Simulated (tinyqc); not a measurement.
Capacitance of parallel on-chip lines from Laplace's equation on a mesh: one step of the calculation.

Cross-section of an endless row of equal lines between two grounded planes; neighbours are driven in antiphase (+1 V and -1 V), so the plane midway between two lines is at 0 V. By symmetry one quarter is solved: x runs from the centre of a line (column 0, mirror) to that midplane (column 3, 0 V), y from the mid-height of the line (row 0, mirror) to the ground plane (row 4, 0 V). The line fills columns 0 to 1 and rows 0 to 2 at 1 V. Cells beside the line (below row 2) have e2, cells above have e1. Each link between nodes has the conductance g = mean permittivity of the two cells beside it (a cell beyond a mirror counts as 0), and the free nodes obey sum g (V_neighbour - V) = 0.

Problem. Capacitance per length. C = 4 eps0 sum g (difference of V)^2 over all links (twice the energy of the four quarters, line at 1 V). Plate estimate without fringing: eps0 [2 e1 w/hd + 2 e2 t/(s/2)], w = 2 hx, t = 4 hx, s/2 = 2 hx, hd = 2 hx.

Inputs (values chosen for the exercise):
- e1 = 4.2 (relative permittivity above and below the lines)
- e2 = 3.9 (relative permittivity between the lines)

Constants: eps0 = 8.8541878128e-12 F/m. Results are converted to the units shown.

converged V (V):

|  | col 0 | col 1 | col 2 | col 3 |
|---|---|---|---|---|
| row 0 | 1.0000000 | 1.0000000 | 0.4884243 | 0.0000000 |
| row 1 | 1.0000000 | 1.0000000 | 0.4768486 | 0.0000000 |
| row 2 | 1.0000000 | 1.0000000 | 0.4189700 | 0.0000000 |
| row 3 | 0.4584219 | 0.4168438 | 0.2089535 | 0.0000000 |
| row 4 | 0.0000000 | 0.0000000 | 0.0000000 | 0.0000000 |

gx:

|  | col 0 | col 1 | col 2 |
|---|---|---|---|
| row 0 | 1.95 | 1.95 | 1.95 |
| row 1 | 3.9 | 3.9 | 3.9 |
| row 2 | 4.05 | 4.05 | 4.05 |
| row 3 | 4.2 | 4.2 | 4.2 |
| row 4 | 2.1 | 2.1 | 2.1 |

gy:

|  | col 0 | col 1 | col 2 | col 3 |
|---|---|---|---|---|
| row 0 | 1.95 | 3.9 | 3.9 | 1.95 |
| row 1 | 1.95 | 3.9 | 3.9 | 1.95 |
| row 2 | 2.1 | 4.2 | 4.2 | 2.1 |
| row 3 | 2.1 | 4.2 | 4.2 | 2.1 |

Give: C; plate estimate.

Solution.

C = 318.0 aF/um
plate estimate = 212.5 aF/um

Numbers from tinyqc (`OMP_NUM_THREADS=1 python tinyqc.py 2790225 2790226 out.jsonl`; about 0.7 s on one thread of a shared Intel Xeon 2.30GHz).
